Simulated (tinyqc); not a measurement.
What each parameter does: polar nitride quantum well with polarisation fields.

Growth along [0001]. e_par = (a_sub - a)/a, Ppz = 2 e_par (e31 - e33 C13/C33), P = Psp + Ppz in each layer; strain relaxation and the strain shift of the gaps are left out, although thick layers with more than about 1 % mismatch would relax.

In a periodic stack without free charge the potential drop over a period vanishes: F_w = (P_b - P_w) Lb/(eps0 (eps_w Lb + eps_b Lw)), F_b = -F_w Lw/Lb, eps0 = 8.8541878e-12 F/m; 1 MV/cm = 1e8 V/m = 0.01 V/angstrom.

Envelope functions on cells of 0.25 angstrom over barrier, well, barrier (widths Lb, Lw, Lb), psi = 0 beyond, psi'/m continuous (mean mass between points), c = hbar^2/2m0. With u(z) the integral of e F (F_w in the well, F_b = -F_w Lw/Lb in the barriers, 1 MV/cm = 0.01 V/angstrom), zero at the centre of the well, the electron sees u plus Vc in the barriers and the hole -u plus Vv. The transition is Eg + E_e + E_h; excitons are left out.

Constants: hbar^2/2m0 = 3.80998211 eV angstrom^2; hc = 1239.841984 eV nm.

Values chosen for the exercise (near those of an InGaN well in GaN; the results hold for these values, not for the real material):
- a_w = 3.228 angstrom (lattice constant a, well)
- a_b = 3.189 angstrom (lattice constant a, barrier)
- a_sub = 3.189 angstrom (in-plane lattice constant of the stack)
- Psp_w = -0.0315 C/m^2 (spontaneous polarisation)
- Psp_b = -0.0351 C/m^2 (spontaneous polarisation)
- e31_w = -0.344 C/m^2
- e31_b = -0.323 C/m^2
- e33_w = 0.666 C/m^2
- e33_b = 0.668 C/m^2
- C_w = 0.271 (C13/C33)
- C_b = 0.271 (C13/C33)
- eps_w = 10.7 (dielectric constant)
- eps_b = 10.3 (dielectric constant)
- Lw = 18 angstrom (well width)
- Lb = 100 angstrom (barrier width)
- Eg = 3 eV (gap of the well)
- Vc = 0.299 eV (conduction offset)
- Vv = 0.141 eV (valence offset)
- me = 0.186 m0 (electron, well)
- meb = 0.2 m0 (electron, barrier)
- mh = 1.77 m0 (hole, everywhere)

Polarisation, field, levels and overlap anew.

Results for these values:
```
case  F_w (MV/cm)  E (eV)  overlap^2  red shift (meV)
base       -1.464  3.1102       0.42               70
```

What happens to each result for e33_w = 0.733 C/m^2, all else kept?

Answer: F_w falls from -1.464 to -1.503; E falls from 3.1102 to 3.1069; overlap^2 falls from 0.42 to 0.40; red shift rises from 70 to 73.

The same for each parameter in turn:
```
case                    F_w (MV/cm)  E (eV)  overlap^2  red shift (meV)
base                         -1.464  3.1102       0.42               70
Lw = 23 angstrom             -1.406  3.0377       0.27              102
Lb = 85 angstrom             -1.427  3.1146       0.44               66
a_sub = 3.179 angstrom       -1.472  3.1095       0.41               71
Psp_b = -0.0386 C/m^2        -1.779  3.0821       0.32               98
e33_w = 0.733 C/m^2          -1.503  3.1069       0.40               73
eps_w = 11.8                 -1.346  3.1199       0.46               60
mh = 1.24 m0                 -1.464  3.1200       0.45               68
Vc = 0.254 eV                -1.464  3.0931       0.38               74
```

(tinyqc, `OMP_NUM_THREADS=1 python tinyqc.py 1282312 1282313 out.jsonl`, Intel(R) Xeon(R) Processor @ 2.30GHz, 1 thread, shared host, about 0.08 s.)
